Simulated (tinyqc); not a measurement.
Three surfaces against bond counting: Gupta-type many-body potential for a metal. Computed by tinyqc, a small Python program. Command: `OMP_NUM_THREADS=1 python tinyqc.py 3021801 3021802 out.jsonl gupta walk`. One thread of a shared host (Intel(R) Xeon(R) Processor @ 2.30GHz), about 0.02 s of CPU time with the checks.

E_i = sum_j A exp(-p (r_ij/r0 - 1)) - xi rho_i^gamma, with rho_i = sum_j exp(-2 q (r_ij/r0 - 1)); gamma = 1/2 is the tight-binding second-moment form. The crystal is fcc unless stated; d is the neighbour distance and a fixed number of shells is kept.

Inputs (values chosen for the exercise, for a model metal):

| quantity | value | unit |
|---|---|---|
| repulsion A | 0.101 | eV |
| hopping xi | 1.17 | eV |
| decay p | 9.54 | - |
| decay q | 3.63 | - |
| reference distance r0 | 3.501 | angstrom |
| shells kept | 2 | - |
| embedding exponent gamma | 0.45 | - |

Constants: 1 eV/angstrom^3 = 160.2176634 GPa; 1 eV/angstrom^2 = 16.02176634 J/m^2.

Method:
- fcc shells: d sqrt(k), k = 1..5, with 12, 6, 24, 12, 24 atoms; Omega = d^3/sqrt2.
- Equilibrium: dE/dd = 0; B = d^2 E''(d)/(9 Omega).
- Cut the crystal without relaxation; an atom in layer l keeps the neighbours that lie below the surface plane. Excess = E_i + E_c. Surface energy = sum of excesses over the layers, divided by the area per surface atom: (sqrt3/2) d^2 for (111), d^2 for (100), sqrt2 d^2 for (110).
- Bond counting with pair bonds charges E_c/12 for each missing nearest neighbour: 3, 4 and 6 per surface cell.

neighbour distance d = 3.49052 angstrom

cohesive energy E_c = 2.39569 eV

Surfaces:

| face | missing bonds | excess (eV) | bond counting (eV) | ratio | surface energy (J/m^2) |
|---|---|---|---|---|---|
| (111) | 3 | 0.13771 | 0.5989 | 0.22994 | 0.20911 |
| (100) | 4 | 0.18818 | 0.7986 | 0.23565 | 0.24746 |
| (110) | 6 | 0.30192 | 1.1978 | 0.25205 | 0.28074 |

The order of surface energies is (111) < (100) < (110), with (110)/(111) = 1.343 against 1.225 from counting first-neighbour bonds. The excess is 0.23 to 0.25 of the bond-counting value: atoms with fewer neighbours have stronger bonds. Further shells enter the excess but not the count. Caution: relaxation, left out here, lowers surface energies.
